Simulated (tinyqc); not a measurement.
# Which input was changed?

Model: grain-boundary trapping model (Seto) of a polycrystalline semiconductor film. Computed by tinyqc, a small Python program. Command: `OMP_NUM_THREADS=1 python tinyqc.py 3003112 3003113 out.jsonl poly which`. One thread of a shared host (Intel(R) Xeon(R) Processor @ 2.30GHz), about 0.04 s of CPU time with the checks.

Grains of equal size L are joined by thin boundaries with one trap level. Trapped carriers deplete a width W on each side and raise a barrier, crossed by thermionic emission. Dopants are fully ionised, statistics are non-degenerate and mu_g does not depend on T.

Inputs (values chosen for the exercise, modelled on polycrystalline SiGe):

| quantity | value | unit |
|---|---|---|
| permittivity eps | 13.5 | - |
| effective mass m | 0.3 | m_0 |
| effective density of states at 300 K, N_c | 1.6e+19 | 1/cm^3 |
| grain size L | 230 | nm |
| trap density Q_t | 9.4e+11 | 1/cm^2 |
| trap level E_t below the band edge | 0.22 | eV |
| doping N | 1.9e+17 | 1/cm^3 |
| mobility inside the grains mu_g | 240 | cm^2/(V s) |
| temperature T | 350 | K |

Grain interior: resistance included.

Constants: k_B = 8.617333262e-05 eV/K; e = 1.602176634e-19 C; eps_0 = 8.8541878128e-12 F/m; m_0 = 9.1093837015e-31 kg; k_B = 1.380649e-23 J/K.

Method. N_c(T) = N_c (T/300 K)^(3/2). Filled traps Q = Q_t/(1 + (1/2) exp((E_t* - E_F)/k_B T)), where E_t* = e V_B - E_t and E_F are counted from the band edge at the grain centre. Partial depletion: Q = 2 N W, V_B = e N W^2/(2 eps eps_0), E_F = k_B T ln(N/N_c); solve for W. If that W would exceed L/2 the grain is fully depleted: W = L/2, Q = N L, and E_F follows from the trap equation. Centre density n_0 = N_c exp(E_F/k_B T). Boundary: sigma_b = L e^2 n_0 exp(-e V_B/k_B T)/sqrt(2 pi m k_B T); drift through the grain, depleted parts included: rho_g = [(1 - 2W/L) + (2W/L) int_0^1 exp(y^2 s^2) ds]/(e n_0 mu_g); rho = 1/sigma_b + rho_g. Mean carrier density n_av = n_0 [(1 - 2W/L) + (2W/L) (sqrt(pi)/2) erf(y)/y], y = sqrt(e V_B/k_B T); effective mobility 1/(e n_av rho).

Problem. One of these inputs alone was changed, within the range given: trap density Q_t (4.7e+11 to 1.88e+12); temperature T (175 to 500); permittivity eps (6.75 to 27); mobility inside the grains mu_g (120 to 480). Which one, and to what value?

Results:

| run | barrier V_B (V) | effective mobility (cm^2/(V s)) | mean carrier density (1/cm^3) |
|---|---|---|---|
| before | 0.05319290 | 166.9021 | 1.774059e+17 |
| after | 0.03423768 | 197.8269 | 1.824713e+17 |

Solution.

Each candidate set to reproduce barrier V_B, and what it then gives:

| candidate | range searched | value needed | effective mobility (cm^2/(V s)) | mean carrier density (1/cm^3) |
|---|---|---|---|---|
| trap density Q_t (1/cm^2) | 4.7e+11 to 1.88e+12 | 6.930e11 | 197.83 | 1.8247e+17 |
| temperature T (K) | 175 to 500 | 433.8 | 202.98 | 1.8358e+17 |
| permittivity eps | 6.75 to 27 | 24.84 | 196.42 | 1.7979e+17 |
| mobility inside the grains mu_g (cm^2/(V s)) | 120 to 480 | no effect | - | - |

Only trap density Q_t fits every result: it went from 9.4e+11 to 6.93e11 1/cm^2. The next best candidate, permittivity eps, misses one result by 1.5 %.

Caution: e V_B is below 2 k_B T, where the depletion approximation fails and the mean density does not balance the trapped charge.
